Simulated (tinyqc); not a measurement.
Hydrogenic impurity: series, fields, screening, photoionisation and donor-acceptor pairs. From one set of inputs to another, one input at a time. Computed by tinyqc, a small Python program. Command: `OMP_NUM_THREADS=1 python tinyqc.py 3015533 3015534 out.jsonl hydrogenic ladder`. One thread of a shared host (Intel(R) Xeon(R) Processor @ 2.30GHz), about 0.08 s of CPU time with the checks.

One isotropic, parabolic band. Effective units: Ry* and a*, in which H = -nabla^2 - 2/r.

The inputs printed are set A. Set A is modelled on AlN; the values taken over come from a set modelled on ZnSe. Inputs not listed in the table keep their values of set A, so the rows need not describe a real material.

Inputs (values chosen for the exercise, modelled on AlN): electron mass m = 0.313 m_0; dielectric constant eps = 8.79; donor density N = 2.1e+17 cm^-3; magnetic field B = 72 T.

Parts treated: magnetic field and screening.

Constants: Ry = 13.605693123 eV; a_0 = 0.529177210903 angstrom; h x 1 THz = 4.135667696 meV; mu_B = 5.7883818060e-05 eV/T.

Method:
- Ry* = Ry m/eps^2, a* = a_0 eps/m; level n is bound by Ry*/n^2; <r> = (3/2) a* in 1s; lines 1s -> np at Ry* (1 - 1/n^2); 1 THz = 4.135667696 meV.
- Wigner-Seitz radius r_s = (3/(4 pi N))^(1/3); Mott criterion N_c^(1/3) a* = 0.26; overlap of two 1s orbitals at distance d: S = exp(-x)(1 + x + x^2/3), x = d/a*, with d = N^(-1/3).
- gamma = hbar omega_c/(2 Ry*) = mu_B B/(m Ry*). For m_z = 0, H = -nabla^2 - 2/r + gamma^2 rho^2/4, and the band edge moves to gamma Ry*. Basis: exp(-al rho^2 - be z^2), al_k = 0.02 x 2.4^k + gamma/4 x c with k = 0..11, be_k = 0.02 x 2.4^k and c = 0, 0.5, 1 (36 functions). With A = al_i + al_j, B = be_i + be_j (not the field) and the common factor pi^(3/2) dropped: S = 1/(A sqrt(B)), kinetic S (4 al_i al_j/A + 2 be_i be_j/B), <rho^2> = S/A, <1/r> = (2/sqrt(pi)) atanh(u)/(A u), u = sqrt(1 - B/A), which is (2/sqrt(pi))/A when A = B; overlap eigenvalues below 1e-11 are dropped. Binding = (gamma - E) Ry*; the spin term shifts level and edge alike.
- Thomas-Fermi screening by N free electrons of one valley, taken as a degenerate gas (the hypothesis that all donors are ionised): q a* = sqrt(4 k_F a*/pi), k_F = (3 pi^2 N)^(1/3).
- Screened potential -(2/r) exp(-q r). Basis exp(-zeta r), zeta_k = 0.02 x 1.6^k, k = 0..23: S = 2/s^3, T = zeta_i zeta_j S, V = -2/(s + q)^2 with s = zeta_i + zeta_j; overlap eigenvalues below 1e-11 are dropped.

Each row keeps all changes above it:
```
input moved                 from       to  Mott density (cm^-3)  binding energy in the field (meV)  screened binding energy (meV)
set A                          -        -            5.3553e+18                             66.908                         12.129
magnetic field B (T)          72       22            5.3553e+18                             59.036                         12.129
dielectric constant eps     8.79     9.36            4.4353e+18                             52.508                         10.000
donor density N (cm^-3)  2.1e+17  6.7e+17            4.4353e+18                             52.508                          5.887
electron mass m (m_0)      0.313    0.149            4.7846e+17                             30.270                          0.187
```

Mott density goes from 5.36e18 to 4.78e17, a factor 0.0893 in all. The largest single move comes from electron mass m (a factor 0.108). Binding energy in the field goes from 66.9 to 30.3, a factor 0.452 in all. The largest single move comes from electron mass m (a factor 0.576). Screened binding energy goes from 12.1 to 0.187, a factor 0.0154 in all. The largest single move comes from electron mass m (a factor 0.0318). The single moves hold for this order of the switches; the total does not depend on the order.

Caution (rows set A, magnetic field B, dielectric constant eps, donor density N): well below the Mott density the electrons are bound or non-degenerate, so this screening is formal: it serves to locate the transition, not to give the level. Caution (rows electron mass m): N lies above the Mott density, where the levels of isolated donors have no meaning.

Extremes, crossings and ranges named in words are read from the listed rows.
